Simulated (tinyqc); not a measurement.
Inside a calculation. Model: a finite superlattice with mass mismatch, transfer matrices.

Numbers from tinyqc (`OMP_NUM_THREADS=1 python tinyqc.py 2560112 2560113 out.jsonl`; about 0.01 s on one thread of a shared Intel Xeon 2.30GHz). Printed values are rounded.

One electron of energy E comes from the left lead (band edge 0); no transverse momentum. Parabolic bands, masses in units of m0, C = hbar^2/(2 m0); psi and psi'/m are continuous at every interface. N periods of a barrier d1 followed by a well Lw; the right lead equals the left one.

Inputs (values chosen for the exercise); masses and offsets of a made-up heterostructure: mass in the left lead mL = 0.034 m0; barrier height U1 = 1.2 eV; barrier mass m1 = 0.14 m0; barrier width d1 = 0.3 nm; well width (edge 0, mass mL) Lw = 3.9 nm; number of periods N = 2; electron energy E = 0.645 eV.

Constants: q = 1.602176634e-19 C, hbar = 1.054571817e-34 J s, m0 = 9.1093837015e-31 kg, hbar^2/(2 m0) = 0.0380998212 eV nm^2. Results are converted to the units shown.

Range of the model: Masses are held fixed, although real bands cease to be parabolic a few tenths of an eV from their edges (inside a barrier too). Layers thinner than about 0.8 nm hold only a few atomic planes, where an effective mass is a rough description.

## Wave numbers

k = sqrt(m (E - U)/C) where E > U, K = sqrt(m (U - E)/C) where E < U; v = k/m in the leads.

Layers:

|  | U (eV) | m (m0) | d (nm) | k or K (1/nm) | which |
|---|---|---|---|---|---|
| 1 | 1.2 | 0.14 | 0.3 | 1.428069 | K |
| 2 | 0 | 0.034 | 3.9 | 0.7586786 | k |

vL = 22.31408 1/nm
vR = 22.31408 1/nm

## Matrices of the layers

For the pair (psi, psi'/m) a flat layer has M = [[cos kd, (m/k) sin kd], [-(k/m) sin kd, cos kd]] with k = sqrt(m (E - U)/C) above its edge U, and M = [[cosh Kd, (m/K) sinh Kd], [(K/m) sinh Kd, cosh Kd]] with K = sqrt(m (U - E)/C) below it. M12 is in nm, M21 in 1/nm.

M of layer 1:

|  | 1 | 2 |
|---|---|---|
| 1 | 1.093184 | 0.04329665 |
| 2 | 4.505016 | 1.093184 |

M of layer 2:

|  | 1 | 2 |
|---|---|---|
| 1 | -0.9833484 | 0.008144211 |
| 2 | -4.055150 | -0.9833484 |

## Product of the matrices

The matrix of the later layer stands to the left: M = M_n ... M_2 M_1; det M = 1.

M of one period:

|  | 1 | 2 |
|---|---|---|
| 1 | -1.038291 | -0.03367257 |
| 2 | -8.863026 | -1.250555 |

## N periods by the Chebyshev identity

x = (M11 + M22)/2 of one period. For |x| < 1 the energy lies in a miniband and cos(th) = x; for |x| > 1 it lies in a gap and cosh(g) = |x|. M^N = U_(N-1)(x) M - U_(N-2)(x) 1, with U_n = sin((n + 1) th)/sin th in a band and sign(x)^n sinh((n + 1) g)/sinh g in a gap.

x = -1.144423
g = 0.5311779
U_(N-1) = -2.288847
U_(N-2) = 1

M^N:

|  | 1 | 2 |
|---|---|---|
| 1 | 1.376490 | 0.07707135 |
| 2 | 20.28611 | 1.862330 |

The energy lies in a gap: for large N each further period divides T(E) by exp(2 g) = 2.89.

## Transmission and reflection

The matrix M carries (psi, psi'/m) across the stack, and v = k/m in each lead. psi = 1 + r at the left edge (incident amplitude 1) and t at the right edge. With det M = 1, a = i vR M11 - M21 and b = -vL vR M12 - i vL M22: t = 2 i vL/(a - b), r = -(a + b)/(a - b), T(E) = (vR/vL) |t|^2, R(E) = |r|^2.

t = 0.5811043+0.1454472i
r = 0.3323445-0.7284985i
T(E) = 0.3588371
R(E) = 0.6411629

T(E) + R(E) = 1: the current is conserved.
